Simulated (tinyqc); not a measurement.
Raising U: Hubbard ring of 6 sites, mean field against exact. Computed by the program tinyqc. 

one-body matrix (hopping and site energies) (eV):
```
         1        2        3        4        5        6
1  -0.0700  -0.7000   0.0000   0.0000   0.0000  -0.7000
2  -0.7000  -0.5100  -0.7000   0.0000   0.0000   0.0000
3   0.0000  -0.7000   0.2300  -0.7000   0.0000   0.0000
4   0.0000   0.0000  -0.7000   0.3000  -0.7000   0.0000
5   0.0000   0.0000   0.0000  -0.7000  -0.4100  -0.7000
6  -0.7000   0.0000   0.0000   0.0000  -0.7000  -0.0600
```

electrons, up and down: 3  3

Collinear unrestricted mean field (the lowest of 40 random starts) against exact diagonalisation.

Exact and mean-field results (eV):
```
U          U/t   E exact  E mean field  mean |n_up - n_down|  double occupancy, exact  first gap in the sector
0.350    0.500  -5.75893      -5.74253                 0.000                    0.241                    1.061
0.700    1.000  -5.27041      -5.20415                 0.000                    0.224                    1.060
1.400    2.000  -4.40483      -4.13370                 0.000                    0.188                    0.947
2.100    3.000  -3.69319      -3.14844                 0.518                    0.151                    0.729
2.800    4.000  -3.13485      -2.54479                 0.745                    0.116                    0.555
4.200    6.000  -2.39396      -1.89794                 0.888                    0.066                    0.345
5.600    8.000  -1.96315      -1.56087                 0.937                    0.040                    0.246
8.400   12.000  -1.50293      -1.21735                 0.972                    0.019                    0.159
14.000  20.000  -1.11744      -0.93944                 0.990                    0.007                    0.095
```

In absolute terms mean field is worst at U/t = 4.0, 0.590 eV too high: at small U it is nearly exact, and at large U it misses only exchange-scale energies. Its local moments set in at U/t = 3.0 of those listed, a broken symmetry that the exact state of a finite cluster with equal spins does not have. Relative to the exact energy its error is 0.3 % at the smallest U, 21 % at most and 16 % at the largest. The double occupancy falls from 0.241 to 0.007.
